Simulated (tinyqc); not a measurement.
What moves the results: heavy doping: gap narrowing, degeneracy and the minority density. A value that a table varies takes the place of the one given here.

F_j(eta) = (1/Gamma(j + 1)) integral_0^infinity x^j dx/(1 + exp(x - eta)), which tends to exp(eta) for eta << 0.

Empirical narrowing (Slotboom form, constants chosen for the exercise; published fits of this form give the apparent narrowing, here it is taken as the true one): dEg = E0 [ln(N/N0) + sqrt(ln(N/N0)^2 + C)].

Majority: N = Nv F_1/2(eta), eta the distance of EF beyond the majority band edge in kT. Degeneracy factor gam = F_1/2(eta)/exp(eta). ni0^2 = Nc Nv exp(-Eg/kT); product n p = ni0^2 gam exp(dEg/kT), dEg the true narrowing; apparent narrowing dEa = dEg + kT ln gam; minority density = n p/N.

Bipolar transistor with N as emitter doping: beta = K (N/NB) exp((dEa_B + dG - dEa_E)/kT), dEa_E = dEg(N) + kT ln gam, dEa_B = dEg(NB). For the sweep in T, Nv is scaled as (T/T0)^(3/2) from its value at T0 = T.

Constants: kB = 8.617333262e-05 eV/K.

Values chosen for the exercise (gap and densities of states near those of Si at this temperature; narrowing constants near the fits for Si; shifted at random, so the results belong to these values and not to a real crystal):
- Eg = 1.097 eV (gap)
- Nc = 4.27e+19 1/cm^3 (conduction-band density of states)
- Nv = 1.76e+19 1/cm^3 (valence-band density of states)
- T = 400 K
- E0 = 7.93 meV (narrowing scale)
- N0 = 8.9e+16 1/cm^3 (onset density)
- C = 0.5 (smoothing constant)
- N = 3e+18 1/cm^3 (ionised acceptors, equal to the majority density)
- NB = 7e+17 1/cm^3 (base doping)
- K = 1.7 (ratio (D_B W_E)/(D_E W_B))
- dG = 50 meV (extra narrowing of the base by alloying)

## Narrowing against degeneracy

N takes the values listed; the last column is N over the factor gam exp(dEg/kT), the doping that a simple model would need to give the same minority density.

Results:

| N (1/cm^3) | eta | gam | dEg (meV) | dEa (meV) | minority (1/cm^3) | effective doping (1/cm^3) |
|---|---|---|---|---|---|---|
| 5.0e+16 | -5.86 | 0.999 | 2.7 | 2.6 | 2.45e+08 | 4.63e+16 |
| 2.0e+17 | -4.47 | 0.996 | 14.9 | 14.8 | 8.71e+07 | 1.30e+17 |
| 5.0e+17 | -3.55 | 0.990 | 28.5 | 28.1 | 5.13e+07 | 2.21e+17 |
| 2.0e+18 | -2.13 | 0.961 | 50.0 | 48.6 | 2.32e+07 | 4.88e+17 |
| 5.0e+18 | -1.16 | 0.905 | 64.4 | 60.9 | 1.33e+07 | 8.54e+17 |
| 2.0e+19 | 0.52 | 0.673 | 86.2 | 72.6 | 4.66e+06 | 2.43e+18 |
| 5.0e+19 | 2.01 | 0.380 | 100.7 | 67.4 | 1.60e+06 | 7.08e+18 |
| 1.0e+20 | 3.61 | 0.154 | 111.7 | 47.2 | 4.45e+05 | 2.55e+19 |
| 4.0e+20 | 9.61 | 0.00152 | 133.6 | -90.1 | 2.08e+03 | 5.46e+21 |

dEg grows steadily to 133.6 meV, while the apparent value peaks at 72.6 meV for N = 2e+19 and falls to -90.1 meV as the Fermi level enters the band (a negative value is not met in measurements: parabolic bands with a fixed mass overstate the filling). N grows by a factor 40 from the third to the sixth row and the effective doping by 11.0: net of degeneracy, narrowing takes away 72 % of the factor gained by heavier doping.

## Current gain against temperature

Gain:

| T (K) | beta | beta with dG = 0 | without narrowing |
|---|---|---|---|
| 150 | 78.1 | 1.63 | 7.29 |
| 200 | 42.1 | 2.31 | 7.29 |
| 250 | 29.2 | 2.87 | 7.29 |
| 300 | 23.0 | 3.32 | 7.29 |
| 350 | 19.4 | 3.69 | 7.29 |
| 400 | 17.1 | 4.00 | 7.29 |
| 450 | 15.5 | 4.27 | 7.29 |

dEa_B + dG - dEa_E at T0 = 29.4 meV

beta is 78.1 at 150 K and 15.5 at 450 K, since the net exponent is positive: the gap is narrower in the base. At 300 K narrowing and degeneracy change the gain by a factor 0.456 and alloying the base by 6.92.

## What moves the minority density and the gain

All results formed anew. Each row changes one parameter from the base and keeps the others.

Results:

| case | dEg (meV) | dEa (meV) | minority (1/cm^3) | beta |
|---|---|---|---|---|
| base | 56.35 | 54.28 | 1.82e+07 | 17.1 |
| N = 6e+18 1/cm^3 | 67.25 | 63.12 | 1.18e+07 | 26.4 |
| E0 = 9.516 meV | 67.62 | 65.55 | 2.53e+07 | 15.0 |
| N0 = 1.78e+17 1/cm^3 | 45.49 | 43.42 | 1.33e+07 | 17.2 |
| Eg = 1.117 eV | 56.35 | 54.28 | 1.02e+07 | 17.1 |
| Nv = 2.29e+19 1/cm^3 | 56.35 | 54.76 | 2.41e+07 | 16.8 |
| NB = 1.4e+18 1/cm^3 | 56.35 | 54.28 | 1.82e+07 | 11.7 |

The largest shifts from the base row, up to three for each result and ties (the steps differ in size, so this ranks the rows, not the parameters). dEg (meV): E0 +11.27, N +10.90, N0 -10.86; unchanged at the printed digits by Eg, Nv and NB. dEa (meV): E0 +11.27, N0 -10.86, N +8.84; unchanged at the printed digits by Eg and NB. minority (1/cm^3): Eg -8.03e+06, E0 +7.06e+06, N -6.45e+06; unchanged at the printed digits by NB. beta: N +9.35, NB -5.41, E0 -2.11; unchanged at the printed digits by Eg.

tinyqc: `OMP_NUM_THREADS=1 python tinyqc.py 1652743 1652744 out.jsonl`; about 0.01 s, one thread, shared Intel(R) Xeon(R) Processor @ 2.30GHz.
